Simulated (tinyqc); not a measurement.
The pair band in time: hydrogenic impurity: series, fields, screening, photoionisation and donor-acceptor pairs. Computed by tinyqc, a small Python program. Command: `OMP_NUM_THREADS=1 python tinyqc.py 3000833 3000834 out.jsonl hydrogenic walk`. One thread of a shared host (Intel(R) Xeon(R) Processor @ 2.30GHz), about 0.01 s of CPU time with the checks.

One isotropic, parabolic band. Effective units: Ry* and a*, in which H = -nabla^2 - 2/r.

Inputs (values chosen for the exercise, modelled on silicon):

| quantity | value | unit |
|---|---|---|
| electron mass m | 0.319 | m_0 |
| dielectric constant eps | 11.4 | - |
| donor density N | 6.4e+17 | cm^-3 |
| gap E_g | 1.16 | eV |
| acceptor depth E_A | 66.8 | meV |
| rate prefactor W_0 | 7.6e+08 | 1/s |

Parts treated: screening and pairs.

Constants: Ry = 13.605693123 eV; a_0 = 0.529177210903 angstrom; h x 1 THz = 4.135667696 meV; e^2/(4 pi eps_0) = 14.39964548 eV angstrom.

Method:
- Ry* = Ry m/eps^2, a* = a_0 eps/m; level n is bound by Ry*/n^2; <r> = (3/2) a* in 1s; lines 1s -> np at Ry* (1 - 1/n^2); 1 THz = 4.135667696 meV.
- Wigner-Seitz radius r_s = (3/(4 pi N))^(1/3); Mott criterion N_c^(1/3) a* = 0.26; overlap of two 1s orbitals at distance d: S = exp(-x)(1 + x + x^2/3), x = d/a*, with d = N^(-1/3).
- No-phonon line h nu(r) = E_g - Ry* - E_A + e^2/(4 pi eps_0 eps r); rate W(r) = W_0 exp(-2 r/a*), the donor being the shallower centre; lifetime 1/W; zero field.
- At delay t after a pulse the emission comes mostly from pairs with W(r) t = 1, so r = (a*/2) ln(W_0 t).

a* = 18.9110 angstrom

Ry* = 33.3966 meV

r_s = 71.9853 angstrom

Dominant pairs:

| delay (s) | r (angstrom) | Coulomb term (meV) | photon energy (eV) |
|---|---|---|---|
| 1.00e-06 | 62.72 | 20.139 | 1.0799 |
| 1.00e-05 | 84.49 | 14.949 | 1.0748 |
| 1.00e-04 | 106.27 | 11.886 | 1.0717 |
| 1.00e-03 | 128.04 | 9.865 | 1.0697 |
| 1.00e-02 | 149.81 | 8.432 | 1.0682 |
| 1.00e-01 | 171.58 | 7.362 | 1.0672 |
| 1.00e+00 | 193.35 | 6.533 | 1.0663 |

What follows from these numbers?

Over six decades of delay the band moves down by 13.61 meV, since close pairs, which emit at higher energy, decay first; the shift per decade shrinks from 5.19 to 0.83 meV. At the donor density N = 6.4e+17 cm^-3 pairs as wide as in the last rows are rare, so those rows are formal.
